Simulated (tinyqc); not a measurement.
Gupta-type many-body potential for a metal: one step, computed by the program tinyqc.

E_i = sum_j A exp(-p (r_ij/r0 - 1)) - xi rho_i^gamma, with rho_i = sum_j exp(-2 q (r_ij/r0 - 1)); gamma = 1/2 is the tight-binding second-moment form. The crystal is fcc unless stated; d is the neighbour distance and a fixed number of shells is kept.

Task: Equilibrium of the fcc crystal. fcc shells: d sqrt(k), k = 1..5, with 12, 6, 24, 12, 24 atoms; Omega = d^3/sqrt2. Equilibrium: dE/dd = 0; B = d^2 E''(d)/(9 Omega).

Inputs (values chosen for the exercise, modelled on platinum):

| quantity | value | unit |
|---|---|---|
| repulsion A | 0.284 | eV |
| hopping xi | 2.66 | eV |
| decay p | 10.8 | - |
| decay q | 3.9 | - |
| reference distance r0 | 2.775 | angstrom |
| shells kept | 1 | - |
| embedding exponent gamma | 0.5 | - |

Constants: 1 eV/angstrom^3 = 160.2176634 GPa.

Give: neighbour distance d; lattice constant; cohesive energy E_c; bulk modulus B.

Result:

neighbour distance d = 2.785 angstrom

lattice constant = 3.938 angstrom

cohesive energy E_c = 5.808 eV

bulk modulus B = 287.2 GPa
